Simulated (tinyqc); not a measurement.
# Two-junction solar cell, detailed-balance limit: effects of single changes

The top cell takes all photons above E1, the bottom cell those between E2 and E1. Each cell follows J = Jsc - J0 (exp(V/Vt) - 1) with J0 = q ge Phi(gap, T)/ERE; light emitted by one cell and absorbed by the other is left out. In series both carry one current; wired apart (four terminals) each works at its own maximum power point. Efficiencies are counted against Pin = fs X sigma Ts^4.

Inputs (values chosen for the exercise): cell temperature T = 320 K; temperature of the black-body sun Ts = 5800 K; share of the hemisphere filled by the sun fs = 2.16e-5; concentration X = 1; external radiative efficiency ERE = 0.1; number of faces that emit ge = 1; gap of the bottom cell E2 = 0.94 eV; gap of the top cell E1 = 1.45 eV.

Constants: q = 1.602176634e-19 C, kB = 1.380649e-23 J/K, h = 6.62607015e-34 J s, c = 299792458 m/s, Vt = kB T/q. Results are converted to the units shown.

Each table varies one quantity; the others keep the values above.

## Effect of the gap of the bottom cell

Photon flux above E from a black body at temperature T into a hemisphere: Phi(E, T) = A sum_k exp(-k E/th)[E^2 th/k + 2 E th^2/k^2 + 2 th^3/k^3], k = 1, 2, ..., with th = kB T/q in eV and A = 2 pi q^3/(h^3 c^2). J1 = q fs X Phi(E1, Ts), J2 = q fs X [Phi(E2, Ts) - Phi(E1, Ts)], J01 and J02 as above; sigma = 2 pi^5 kB^4/(15 h^3 c^2). In series V(J) = Vt [ln((J1 - J)/J01 + 1) + ln((J2 - J)/J02 + 1)], and J V(J) is largest where V = J Vt [1/(J1 - J + J01) + 1/(J2 - J + J02)]. Apart, each cell has (1 + v) exp(v) = 1 + Jsc/J0 at its maximum power point, v = Vmp/Vt.

The same in every row: J1 (mA/cm^2) = 38.855.

Results:
```
E2 (eV)	J2 (mA/cm^2)	series efficiency (%)	four-terminal efficiency (%)
0.5	48.686	32.396	32.531
0.61	43.002	34.554	34.574
0.71	37.581	35.228	35.868
0.93	25.458	28.292	36.527
1.04	19.551	23.202	35.733
1.14	14.379	18.013	34.416
1.25	8.9668	11.854	32.386
```

Estimate the missing row, E2 = 0.82 eV.

Computed row:
```
E2 (eV)	J2 (mA/cm^2)	series efficiency (%)	four-terminal efficiency (%)
0.82	31.506	32.498	36.581
```

With this row back in the table: As E2 goes from 0.5 to 1.25 eV, the series efficiency goes from 32.4 through a maximum of 35.2 (at E2 = 0.71 eV among the rows listed) to 11.9 %, and the four-terminal one goes from 32.5 through a maximum of 36.6 (at E2 = 0.82 eV among the rows listed) to 32.4 %. Among the rows the two lie closest, 0.020 points apart, at E2 = 0.61 eV, where J1/J2 = 0.904; the spread over the rows is 23.4 points in series and 4.19 apart. Current matching makes the series cell the more sensitive one. For E2 = 0.82 to 1.25 eV the top cell has surplus current and is radiative, so luminescent coupling, left out here, would help the series cell.

## Effect of the temperature of the black-body sun

Same model as above.

Effect of the temperature of the black-body sun:
```
Ts (K)	J1 (mA/cm^2)	J2 (mA/cm^2)	series efficiency (%)	four-terminal efficiency (%)
4000	5.900	8.076	27.50	29.63
4500	11.23	11.97	32.54	32.65
5000	19.21	16.52	32.29	34.70
5500	30.39	21.62	29.59	36.00
6000	45.29	27.20	26.72	36.71
6500	64.40	33.17	23.96	36.99
7000	88.20	39.49	21.43	36.96
7500	117.2	46.10	19.16	36.69
```

What does the table show?

As Ts goes from 4000 to 7500 K, the series efficiency goes from 27.5 through a maximum of 32.5 (at Ts = 4500 K among the rows listed) to 19.2 %, and the four-terminal one goes from 29.6 through a maximum of 37.0 (at Ts = 6500 K among the rows listed) to 36.7 %. Among the rows the two lie closest, 0.11 points apart, at Ts = 4500 K, where J1/J2 = 0.938; the spread over the rows is 13.4 points in series and 7.37 apart. Current matching makes the series cell the more sensitive one. For Ts = 5000 to 7500 K the top cell has surplus current and is radiative, so luminescent coupling, left out here, would help the series cell.

## Effect of the external radiative efficiency

Same model as above.

The same in every row: J1 (mA/cm^2) = 38.85; J2 (mA/cm^2) = 24.91.

Effect of the external radiative efficiency:
```
ERE	series efficiency (%)	four-terminal efficiency (%)
1e-5	18.93	25.31
0.0001	21.15	28.08
0.001	23.38	30.87
0.01	25.62	33.67
0.1	27.86	36.48
1	30.10	39.31
```

As ERE goes from 1e-5 to 1, the series efficiency rises from 18.9 to 30.1 %, and the four-terminal one rises from 25.3 to 39.3 %. Among the rows the two lie closest, 6.4 points apart, at ERE = 1e-5, where J1/J2 = 1.56; the spread over the rows is 11.2 points in series and 14.0 apart. For ERE = 0.1 to 1 the top cell has surplus current and is radiative, so luminescent coupling, left out here, would help the series cell.

tinyqc, about 0.01 s, one thread, Intel Xeon 2.30GHz (shared host): `OMP_NUM_THREADS=1 python tinyqc.py 2820024 2820025 out.jsonl`
